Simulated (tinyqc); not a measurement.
# Changing the starting thickness h0

Model: spin coating of a resist or spin-on film: centrifugal thinning, evaporation and the final thickness (Emslie and Meyerhofer models). Computed by tinyqc, a small Python program. Command: `OMP_NUM_THREADS=1 python tinyqc.py 3110914 3110915 out.jsonl spincoat sweep`. One thread of a shared host (Intel(R) Xeon(R) Processor @ 2.30GHz), about 0.3 s of CPU time with the checks.

A Newtonian film stays uniform over the wafer; solvent and solids have the same density and the concentration is uniform through the thickness.

Inputs (values chosen for the exercise, of the order of those of a polymer resist in an ester solvent): solids volume fraction c0 = 0.24; kinematic viscosity of the solvent nu_s = 2.2 mm^2/s; viscosity constant k = 400 mm^2/s; viscosity exponent gamma = 2.5; spin speed f = 800 rpm; evaporation rate at 1000 rpm e0 = 0.48 micrometre/s; time t = 4.5 s; wafer radius R = 50 mm; shrinkage in the bake = 8.8 %.

Method:
- omega = 2 pi f/60; nu(c) = nu_s + k c^gamma; evaporation rate e = e0 sqrt(f/1000 rpm).
- Flow constant K = 2 omega^2/(3 nu(c0)); Reynolds number of the air omega R^2/nu_air with nu_air = 15 mm^2/s.
- dh/dt = -K h^3 gives h = h0/sqrt(1 + 2 K h0^2 t); for long times h = 1/sqrt(2 K t).
- Full model for solids s and liquid l per area, h = s + l, c = s/h: ds/dt = -c Q, dl/dt = -(1 - c) Q - e, Q = 2 omega^2 h^3/(3 nu(c)); integrated adaptively (relative tolerance 1e-9) until l = 0.
- Dry film = s at l = 0, before the bake; film after the bake = s x (1 - shrinkage).

One run for each value:
```
starting thickness h0 (micrometre)  dry film (nm)  h(t) without evaporation (micrometre)  time to dry (s)
20                                           2862                                  13.34            22.91
39                                           3061                                  16.27            25.66
75                                           3093                                  17.41            26.41
140                                          3097                                  17.75            26.60
280                                          3098                                  17.86            26.66
540                                          3098                                  17.89            26.67
1000                                         3098                                  17.89            26.68
2000                                         3098                                  17.90            26.68
```

What does the table show, and why?

Over the rows, dry film (nm) rises from 2860 to 3100; h(t) without evaporation (micrometre) rises from 13.3 to 17.9 (exponent d ln y / d ln x 0.30 between the first rows and 1.7e-4 between the last); time to dry (s) rises from 22.9 to 26.7. At the high end the exponent of dry film is 0.00, close to 0: the excess is flung off.
